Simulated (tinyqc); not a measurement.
On-chip interconnect, size-dependent resistivity and RC delay: two steps of the calculation.

A rectangular line between two neighbours and two ground planes. Surface and grain-boundary scattering are added to the bulk resistivity as corrections; capacitances are parallel-plate values without fringing; inductance is ignored.

Inputs (values chosen for the exercise); metal values close to those of copper:
- rho0 = 1.68 uohm cm (bulk resistivity)
- lam = 38.7 nm (bulk mean free path)
- ps = 0 (specular share of surface scattering)
- Rg = 0.44 (reflection coefficient of grain boundaries)
- gr = 0.7 (grain size over the metal width)
- wd = 8.9 nm (drawn line width)
- AR = 2.5 (aspect ratio, height over width)
- tl = 1.1 nm (liner on both walls and the bottom, not conducting)
- sp = 13 nm (space to the neighbouring lines)
- hd = 16 nm (dielectric height to the planes above and below)
- ek = 2.5 (relative permittivity of the dielectric)
- Mf = 1 (Miller factor of the neighbours)
- Lw = 15 um (line length)
- Rd = 1600 ohm (driver resistance)
- Cl = 0.54 fF (load capacitance)

Constants: eps0 = 8.8541878128e-12 F/m. Results are converted to the units shown.

Problem 1. Resistivity, resistance and capacitance per length. Metal width x = wd - 2 tl, height y = AR wd - tl; grain boundaries (Mayadas-Shatzkes): al = (lam/(gr x)) Rg/(1 - Rg), g = 1/[1 - 3 al/2 + 3 al^2 - 3 al^3 ln(1 + 1/al)] - 1; surfaces (Fuchs-Sondheimer, thick limit): s = (3/8) lam (1 - ps)(1/x + 1/y); rho = rho0 (1 + g + s); r = rho/(x y); c = eps0 ek (2 wd/hd + 2 Mf AR wd/sp).

Find: x; y; al; g; s; rho; r; c.

Solution 1.

x = 6.700 nm
y = 21.15 nm
al = 6.483
g = 8.706
s = 2.852
rho = 21.10 uohm cm
r = 1489 ohm/um
c = 0.1004 fF/um

Problem 2. Ladder and Elmore delays. 6 equal pi sections: series Rs = r Lw/6; node capacitances c Lw/6, halved at nodes 0 and 6, with Cl added to node 6; Rd feeds node 0. Elmore delay of node k: the sum, over the resistors on the path to k, of resistance times all capacitance downstream of it.

r = 1488.8769 ohm/um
c = 0.10039712 fF/um

Find: Rs; C; Elmore delay.

Solution 2.

Rs = 3722.2 ohm
C, node 0 to 6 (fF): [0.12550, 0.25099, 0.25099, 0.25099, 0.25099, 0.25099, 0.66550]
Elmore delay, node 0 to 6 (ps): [3.2735, 10.422, 16.636, 21.916, 26.261, 29.673, 32.150]

The far-end value equals Rd (c Lw + Cl) + r Lw (c Lw/2 + Cl) for any number of pi sections; the line resistance contributes 89.8 % of it.

Range of the model: The metal width is under the mean free path, where the thick-limit surface term and the simple sum of corrections lose accuracy.

tinyqc, about 0.01 s, one thread, Intel Xeon 2.30GHz (shared host): `OMP_NUM_THREADS=1 python tinyqc.py 2100022 2100023 out.jsonl`
